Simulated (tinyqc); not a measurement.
Worked calculation: CIS on RHF in the sto-3g basis, for H6, spin multiplicity 1. One step of it, computed by the program tinyqc.

Question. CIS singlet states. Diagonalise A (1 hartree = 27.211386 eV); each vector has its largest component positive (the first on a tie). The transition dipole is mu = sqrt2 sum c_ia <i|r|a>.

CIS matrix A, singlet (hartree):
```
           1>4        1>5        1>6        2>4        2>5        2>6        3>4        3>5
1>4   0.889200   0.000000  -0.027102   0.000000  -0.019276   0.000000  -0.012132   0.000000
1>5   0.000000   1.179410   0.000000  -0.050687   0.000000   0.046189   0.000000  -0.019348
1>6  -0.027102   0.000000   1.500676   0.000000   0.071570   0.000000  -0.026649   0.000000
2>4   0.000000  -0.050687   0.000000   0.814251   0.000000  -0.020426   0.000000   0.011899
2>5  -0.019276   0.000000   0.071570   0.000000   1.110672   0.000000   0.065047   0.000000
2>6   0.000000   0.046189   0.000000  -0.020426   0.000000   1.460143   0.000000  -0.056624
3>4  -0.012132   0.000000  -0.026649   0.000000   0.065047   0.000000   0.663751   0.000000
3>5   0.000000  -0.019348   0.000000   0.011899   0.000000  -0.056624   0.000000   0.990935
3>6   0.025503   0.000000  -0.033422   0.000000  -0.022686   0.000000  -0.012465   0.000000

           3>6
1>4   0.025503
1>5   0.000000
1>6  -0.033422
2>4   0.000000
2>5  -0.022686
2>6   0.000000
3>4  -0.012465
3>5   0.000000
3>6   1.339413
```

dipole integrals <i|r|a> (bohr), order 1>4, 1>5, 1>6, 2>4, 2>5, 2>6, 3>4, 3>5, 3>6:
$$\begin{pmatrix}
0.000000 & 0.000000 & 0.046616 \\
0.000000 & 0.000000 & 0.000000 \\
0.000000 & 0.000000 & -0.311797 \\
0.000000 & 0.000000 & 0.000000 \\
0.000000 & 0.000000 & 0.699959 \\
0.000000 & 0.000000 & 0.000000 \\
0.000000 & 0.000000 & -1.623745 \\
0.000000 & 0.000000 & 0.000000 \\
0.000000 & 0.000000 & 0.037410
\end{pmatrix}$$

Give: singlet excitation energies; lowest vectors; oscillator strengths 2/3 w |mu|^2.

Answer.

singlet excitation energies (eV): [17.750, 21.951, 24.107, 26.760, 30.150, 32.071, 36.315, 40.166, 41.442]

lowest vectors, order 1>4, 1>5, 1>6, 2>4, 2>5, 2>6, 3>4, 3>5, 3>6:
$$\begin{pmatrix}
0.042 & 0.000 & 0.995 & 0.000 & -0.063 & 0.000 \\
0.000 & 0.130 & 0.000 & 0.080 & 0.000 & 0.974 \\
0.045 & 0.000 & 0.030 & 0.000 & -0.163 & 0.000 \\
0.000 & 0.990 & 0.000 & 0.032 & 0.000 & -0.127 \\
-0.145 & 0.000 & 0.080 & 0.000 & 0.969 & 0.000 \\
0.000 & 0.018 & 0.000 & 0.111 & 0.000 & -0.180 \\
0.987 & 0.000 & -0.032 & 0.000 & 0.151 & 0.000 \\
0.000 & -0.045 & 0.000 & 0.990 & 0.000 & -0.054 \\
0.014 & 0.000 & -0.051 & 0.000 & 0.087 & 0.000
\end{pmatrix}$$

oscillator strengths 2/3 w |mu|^2: [2.562, 0.000, 0.024, 0.000, 0.347, 0.000]
